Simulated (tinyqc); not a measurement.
Comparisons within one model: static screening by free carriers. A value that a table varies takes the place of the one given here.

kF = (3 pi^2 n/Mv)^(1/3), EF = c kF^2/m with c = hbar^2/2m0, n in 1/angstrom^3 (1e-24 per 1/cm^3), e2 = e^2/(4 pi eps0). Thomas-Fermi: qTF^2 = 6 pi e2 n/(eps EF). Debye: qD^2 = 4 pi e2 n/(eps kB T).

F_j(eta) = (1/Gamma(j + 1)) integral_0^infinity x^j dx/(1 + exp(x - eta)), which tends to exp(eta) for eta << 0.

At finite T: qs^2 = qD^2 F_-1/2(eta)/F_1/2(eta), where n = Mv N F_1/2(eta) and N = 2 (m kB T/(4 pi c))^(3/2) with c = hbar^2/2m0, in 1/angstrom^3; times 1e24 for 1/cm^3.

Donor in the screened potential -(e2/eps) exp(-qs r)/r with the trial function exp(-r/a): E(a) = c/(m a^2) - (e2/eps) 4/(a (2 + qs a)^2), e2 = e^2/(4 pi eps0), c = hbar^2/2m0; isotropic mass.

Constants: hbar^2/2m0 = 3.80998211 eV angstrom^2; e^2/(4 pi eps0) = 14.39964547 eV angstrom; kB = 8.617333262e-05 eV/K; a0 (Bohr radius) = 0.5291772105 angstrom.

Inputs chosen for the exercise (near those of Ge; shifted at random, so the results belong to these values and not to a real crystal): m = 0.2148 m0 (mass of one isotropic valley); Mv = 4 (valleys); eps = 16.8 (background dielectric constant); T = 400 K; n = 1.4e+20 1/cm^3 (carrier density).

## Screening unbinds the donor

All carriers n are taken as free and screen with qs(T); E(a) is minimised over a; a dash marks no bound state. aB = a0 eps/m.

Donor level:
```
n (1/cm^3)  n^(1/3) aB  qs aB  E (meV)   a/aB
1.0e+14          0.019  0.007   -10.20  1.000
9.0e+14          0.040  0.022    -9.91  1.000
5.0e+15          0.071  0.052    -9.32  1.002
1.0e+16          0.089  0.073    -8.92  1.004
4.0e+16          0.142  0.146    -7.63  1.014
1.0e+17          0.192  0.231    -6.30  1.033
2.0e+17          0.242  0.326    -4.98  1.063
6.0e+17          0.349  0.563    -2.45  1.185
```

aB = 41.4 angstrom

The level rises from -10.20 meV at the lowest density to -2.45 meV at 6e+17 1/cm^3, against -10.35 meV unscreened. It stays bound over this range. This trial function loses binding at qs aB = 1 and the exact Yukawa problem at 1.19; the Mott rule of thumb is n^(1/3) aB = 0.26 (rows below ni, about 1e+15 1/cm^3 for this gap, are formal: thermal pairs then set the screening), which the last bound row of this table passes: the rule belongs to low temperature, and thermal carriers screen more weakly.

## From Debye to Thomas-Fermi

Screening lengths (angstrom):
```
n (1/cm^3)    eta  Debye  Thomas-Fermi  finite T
5.0e+16     -5.73  253.0         33.64     253.1
3.0e+17     -3.93  103.3         24.96     103.6
2.0e+18     -1.99  40.00         18.19     40.91
6.0e+18     -0.80  23.09         15.15     24.62
2.0e+19      0.71  12.65         12.39     15.20
8.0e+19      3.37  6.325         9.837     10.24
3.0e+20      8.66  3.266         7.892     7.938
9.0e+20     18.17  1.886         6.572     6.580
```

Debye is within 5 % of the finite-T length up to 2e+18 1/cm^3 of the densities listed and Thomas-Fermi from 8e+19 on. The length goes as n^-0.50 at the low end and n^-0.17 at the high end, against the limits -1/2 and -1/6. Both limits give too short a length.

## What sets the screening length

All results formed anew. Each row changes one parameter from the base and keeps the others.

Results:
```
case                Debye (angstrom)  Thomas-Fermi (angstrom)  finite T (angstrom)
base                           4.781                    8.961                9.121
n = 2.8e+20 1/cm^3             3.381                    7.984                8.034
m = 0.2792 m0                  4.781                    7.860                8.113
eps = 20.16                    5.237                    9.817                9.991
T = 460 K                      5.127                    8.961                9.181
Mv = 5                         4.781                    8.319                8.527
```

The largest shifts from the base row, up to three for each result and ties (the steps differ in size, so this ranks the rows, not the parameters). Debye (angstrom): n -1.40, eps +0.456, T +0.346; unchanged at the printed digits by m and Mv. Thomas-Fermi (angstrom): m -1.10, n -0.978, eps +0.855; unchanged at the printed digits by T. finite T (angstrom): n -1.09, m -1.01, eps +0.871.

tinyqc: `OMP_NUM_THREADS=1 python tinyqc.py 1681280 1681281 out.jsonl`; about 0.01 s, one thread, shared Intel(R) Xeon(R) Processor @ 2.30GHz.
